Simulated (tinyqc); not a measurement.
# Worked calculation: single-electron transistor, orthodox theory and master equation

tinyqc, about 0.01 s, one thread, Intel Xeon 2.30GHz (shared host): `OMP_NUM_THREADS=1 python tinyqc.py 2780123 2780124 out.jsonl` Printed values are rounded.

A metal island with n extra electrons joins the left lead (voltage V) and the right lead (0 V) by tunnel junctions and couples to a gate. Cs = CL + CR + Cg. Adding electron n + 1 costs mu(n) = [q (n + 1/2) - CL V - Cg Vg]/Cs (in volts); the Fermi levels are -V (left) and 0 (right). A jump that gains the energy W has the rate G(W) = (W/q)/(R [1 - exp(-W/Vt)]), W in volts, Vt = kB T/q. Sequential tunnelling only; I > 0 flows from left to right.

Parameters, values chosen for the exercise: capacitance of the left junction CL = 140 aF; capacitance of the right junction CR = 170 aF; gate capacitance Cg = 32 aF; resistance of the left junction RL = 74 kohm; resistance of the right junction RR = 3700 kohm; temperature T = 0.38 K; bias of the left lead V = 0.32 mV; gate voltage Vg = 4 mV; lowest charge state kept n0 = -1; highest charge state kept n1 = 2.

Constants: q = 1.602176634e-19 C, kB = 1.380649e-23 J/K, Vt = kB T/q. Results are converted to the units shown.

Range of the model: Cotunnelling, which dominates deep in the blockade, is left out. A junction resistance within a factor of four of h/q^2 = 25.8 kohm strains the orthodox theory.

## Charging energy and addition levels

q/Cs, the gate period q/Cg, and mu(n) for the transitions kept.

q/Cs = 0.4684727 mV
q/Cg = 5.006802 mV
kB T/(q^2/Cs) = 0.06989920
mu(n), n to n + 1, n -1 to 1 (mV): [-0.7394995, -0.2710268, 0.1974459]

## Tunnelling rates

Onto the island: from the left W = -V - mu(n), from the right W = -mu(n); off the island (n + 1 to n): to the left W = mu(n) + V, to the right W = mu(n).

```
n to n + 1, n  on from left (1/ns)  on from right (1/ns)  off to left (1/ns)  off to right (1/ns)
-1                        35.38266              1.247458         9.663783e-5         1.942490e-10
0                         1.193201             0.4573099            5.323831          1.163315e-4
1                      5.987677e-6           8.034179e-4            43.64383            0.3338738
```

## Probabilities and current

Steady state: p(n + 1)/p(n) = (sum of on rates)/(sum of off rates), normalised. I = q sum_n [p(n + 1) (off to left) - p(n) (on from left)].

p(n), n -1 to 2: [2.013864e-6, 0.7633444, 0.2366493, 4.355508e-6]
I = 0.05595579 nA
mean n = 0.2366560

Two plain resistors in series would pass 0.0848 nA; this is 66.0 % of that. 2 charge states hold more than 1 % each.
